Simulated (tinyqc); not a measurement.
Threshold of a short bulk MOSFET: charge sharing, barrier lowering, narrow width: two steps of the calculation.

n-channel device on a p-type body, depletion approximation, full ionisation. Uniform doping N = Na. Vbi from Boltzmann statistics is rough for the degenerate source. Cox = eps0 eox/tox.

Parameters, values chosen for the exercise; band and dielectric values close to those of silicon: temperature T = 300 K; band gap Eg = 1.11 eV; relative permittivity eps_r = 11.9; conduction-band density of states at T Nc = 2.84e19 cm^-3; valence-band density of states at T Nv = 2.65e19 cm^-3; relative permittivity of the gate insulator (close to zirconium oxide) eox = 24.8; insulator thickness tox = 12 nm; channel doping Na = 5.1e16 cm^-3; source and drain doping Nsd = 1e20 cm^-3; flat-band voltage for the doping Na Vfb = -0.94 V; junction depth xj = 74 nm; body-source voltage Vbs = -1 V; drain-source voltage Vds = 0.5 V; gate width W = 1800 nm; shape factor of the fringing depletion at the width edges xw = 0; channel length L = 470 nm.

Constants: q = 1.602176634e-19 C, kB = 1.380649e-23 J/K, Vt = kB T/q, eps0 = 8.8541878128e-14 F/cm where lengths are in cm. Results are converted to the units shown.

Problem 1. Long-channel threshold and scales. ni = sqrt(Nc Nv) exp(-Eg/(2 Vt)), Eg in volts; 2 pB = 2 Vt ln(N/ni); flat band Vfb - Vt ln(N/Na); Wd = sqrt(2 eps0 eps_r (2 pB - Vbs)/(q N)); body term q N Wd/Cox; long-channel VT0 = flat band + 2 pB + body term; Vbi = Vt ln(N Nsd/ni^2); scale length l = sqrt((eps_r/eox) tox Wd).

Find: N; 2 pB; flat band; Wd; body term; VT0; Vbi; l.

Solution 1.

N = 5.100e16 cm^-3
2 pB = 0.7849 V
flat band = -0.9400 V
Wd = 214.6 nm
body term = 0.09581 V
VT0 = -0.05929 V
Vbi = 0.9809 V
l = 35.15 nm

Problem 2. Short-channel and narrow-width shifts. Charge sharing (trapezoid; it ignores Vds): F = (xj/L)(sqrt(1 + 2 Wd/xj) - 1), lowering = body term times F. Barrier lowering: th = exp(-L/(2 l)) + 2 exp(-L/l), lowering = th [2 (Vbi - 2 pB) + Vds], DIBL = th. Narrow width: rise = body term times xw Wd/W. VT by each model = VT0 - lowering + rise.

2 pB = 0.78490094 V
Wd = 214.55054 nm
body term = 0.095805628 V
VT0 = -0.059293433 V
Vbi = 0.98088753 V
l = 35.148199 nm

Find: F; lowering by charge sharing; th; lowering of the barrier; DIBL; narrow-width rise; VT, charge sharing; VT, barrier lowering.

Solution 2.

F = 0.25308
lowering by charge sharing = 24.247 mV
th = 0.0012514
lowering of the barrier = 1.1162 mV
DIBL = 1.2514 mV/V
narrow-width rise = 0 mV
VT, charge sharing = -0.083540 V
VT, barrier lowering = -0.060410 V

L is 13.4 scale lengths. The charge-sharing lowering is 21.7 times the barrier lowering; the first falls off as 1/L and the second exponentially. Both describe the same loss of gate control, so they are alternatives and are not added.

tinyqc, about 0.01 s, one thread, Intel Xeon 2.30GHz (shared host): `OMP_NUM_THREADS=1 python tinyqc.py 2002195 2002196 out.jsonl`
